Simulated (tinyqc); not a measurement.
Coherent transport through a tight-binding region between two chains, step by step. One step of it, computed by the program tinyqc.

Question. Transmission at E = -0.37 eV. Surface Green function g = (E - i sqrt(4 t^2 - E^2)) / (2 t^2); self-energy tc^2 g on each contact site; G = (E - H - Sigma)^(-1); Gamma = -2 Im Sigma; T = Gamma_L Gamma_R |G_LR|^2; local density of states -Im G_ii / pi.

H of the central region (eV):
```
[[-0.040000, -2.480000, 0.000000],
 [-2.480000, -0.940000, -2.480000],
 [0.000000, -2.480000, -0.570000]]
```

Leads: semi-infinite chains with site energy 0:
```
parameter                           value
lead hopping t (eV)              2.970000
coupling to the left lead (eV)   0.410000
coupling to the right lead (eV)  0.790000
left contact site                       1
right contact site                      3
```

E = -0.370000 eV

Give: g; G; local density of states; transmission.

Answer.

g = -0.021-0.336i 1/eV

G (1/eV):
```
[[-1.284-3.110i, 0.163-0.380i, 1.247+3.198i],
 [0.163-0.380i, 0.013-0.054i, 0.237+0.393i],
 [1.247+3.198i, 0.237+0.393i, -1.301-3.288i]]
```

local density of states (1/eV): [0.990, 0.017, 1.047]

transmission = 0.558
